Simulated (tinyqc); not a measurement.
Worked calculation: trap in a gate oxide as a short-range spherical well. Values are carried at full precision from step to step, so a last printed digit may differ when a step is redone from the rounded ones.

A spherical well of radius R and depth V0 below the conduction edge, one mass m, c = hbar^2/2m0. The s level at binding Et solves k cot(k R) = -kappa with k = sqrt(m (V0 - Et)/c), kappa = sqrt(m Et/c); it exists for V0 > Vc = c (pi/2R)^2/m. Outside, psi falls as exp(-kappa r)/r.

Constants: hbar^2/2m0 = 3.80998211 eV angstrom^2; fine-structure constant alpha = 0.007297352564; hc = 1239.841984 eV nm; kB = 8.617333262e-05 eV/K.

Values chosen for the exercise (near those of SiO2 on Si; the results hold for these values, not for the real material): R = 2.2 angstrom (radius of the well); V0 = 10.3 eV (depth of the well); m = 0.44 m0 (mass); n_r = 1.42 (refractive index); dEc = 3.09 eV (conduction offset to the channel); Fox = 3.1 MV/cm (oxide field, lowering levels away from the channel); t0 = 3.6 x 1e-11 s (time constant at the interface); T = 300 K (temperature); EF = 0.01 eV (Fermi level above the channel edge); x = 7 angstrom (depth of the trap).

## The bound level

Solve for Et; the share outside is [sin^2(kR)/(2 kappa)]/[sin^2(kR)/(2 kappa) + R/2 - sin(2kR)/(4k)].

Et = 2.5084 eV
k = 0.9486 1/angstrom
kappa = 0.5382 1/angstrom
share outside = 0.346
Vc = 4.414 eV

The well is 2.33 times the critical depth. Since dEt/dV0 equals the share inside, 0.65, a 1 % change of V0 moves Et by 2.7 %. The decay length is 1.9 angstrom, 0.8 times R.

## Peak of the photo-ionisation cross-section

Lucovsky model (delta well, plane-wave final states, no local-field factor): sigma = (32 pi alpha c/(3 n_r m Et)) (x - 1)^(3/2)/x^3, x = h nu/Et, c = hbar^2/2m0; 1 angstrom^2 = 1e-16 cm^2.

The maximum lies at x = 2. Give the photon energy, its wavelength and sigma there.

h nu = 5.017 eV
wavelength = 247 nm
sigma = 7.43 x 1e-18 cm^2

With 35 % of the state outside the well the delta-well form is only a rough model of this centre.

## Level, tunnelling time and occupation

Energies from the conduction edge of the channel. The trap level at depth x is E_T = dEc - Et - e Fox x (1 MV/cm = 0.01 eV/angstrom). An electron at the channel edge tunnels with the WKB exponent S = (4/3) sqrt(m/c) [dEc^(3/2) - (dEc - e Fox x)^(3/2)]/(e Fox), c = hbar^2/2m0; tau = t0 exp(S); the occupation is f = 1/(1 + exp((E_T - EF)/kB T)), tau_c = tau/f and tau_e = tau/(1 - f). Lattice relaxation is left out; a level below the channel edge needs phonons as well, so tau is then a lower bound, while a level above it can also empty elastically at its own energy, through a thinner barrier, faster than this tau.

Give E_T, S, tau and ln(tau_c/tau_e) = (E_T - EF)/kB T.

E_T = 0.365 eV
S = 8.215
tau = 1.33e-07 s
ln(tau_c/tau_e) = 13.7

The level lies 14 kB T above EF, so the trap is mostly empty. A flat barrier would give S = 2 sqrt(m dEc/c) x = 8.36.

## Checks

- Et from the radial equation on a grid against the matching condition, eV: both 2.51.

tinyqc: `OMP_NUM_THREADS=1 python tinyqc.py 1252238 1252239 out.jsonl`; about 0.01 s, one thread, shared Intel(R) Xeon(R) Processor @ 2.30GHz.
